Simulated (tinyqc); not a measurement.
Cluster expansion of a binary alloy: correlations, fit, cross-validation and ground states: one step, computed by the program tinyqc.

s = +1 for A and -1 for B. Energy per site E = J0 + J1 P(point) + sum over clusters of m V P, with P the mean product of spins; V > 0 on a pair favours unlike neighbours. Clusters per site m: pair 1 4, pair 2 3, pair 3 6, triplet 12; the triplet is two first-neighbour bonds closed by a second-neighbour bond. Formation energies are counted from the line between pure A and pure B, which removes J0 and J1.

Question. Design matrix. Design matrix of formation energies: m (P - 1) for pairs and m (P(triplet) - P(point)) for the triplet; x = (1 - P(point))/2.

Lattice: bcc.

correlations P, counted on periodic cells:
```
                      point     pair 1     pair 2     pair 3    triplet
A                  1.000000   1.000000   1.000000   1.000000   1.000000
A3B D0_3           0.500000   0.000000   0.000000   1.000000  -0.500000
A3B (001) layers   0.500000   0.000000   0.666667   0.333333   0.166667
A2B C11_b          0.333333  -0.333333   0.555556   0.111111  -0.111111
AB B2              0.000000  -1.000000   1.000000   1.000000   0.000000
AB B32             0.000000   0.000000  -1.000000   1.000000   0.000000
A2B2 B11           0.000000   0.000000   0.333333  -0.333333   0.000000
AB (110) layers    0.000000   0.000000  -0.333333  -0.333333   0.000000
AB2 C11_b         -0.333333  -0.333333   0.555556   0.111111   0.111111
AB3 D0_3          -0.500000   0.000000   0.000000   1.000000   0.500000
AB3 (001) layers  -0.500000   0.000000   0.666667   0.333333  -0.166667
B                 -1.000000   1.000000   1.000000   1.000000  -1.000000
```

Give: X.

Answer.

X:
```
                  pair 1  pair 2  pair 3  triplet
A                  0.000   0.000   0.000    0.000
A3B D0_3          -4.000  -3.000   0.000  -12.000
A3B (001) layers  -4.000  -1.000  -4.000   -4.000
A2B C11_b         -5.333  -1.333  -5.333   -5.333
AB B2             -8.000   0.000   0.000    0.000
AB B32            -4.000  -6.000   0.000    0.000
A2B2 B11          -4.000  -2.000  -8.000    0.000
AB (110) layers   -4.000  -4.000  -8.000    0.000
AB2 C11_b         -5.333  -1.333  -5.333    5.333
AB3 D0_3          -4.000  -3.000   0.000   12.000
AB3 (001) layers  -4.000  -1.000  -4.000    4.000
B                  0.000   0.000   0.000    0.000
```
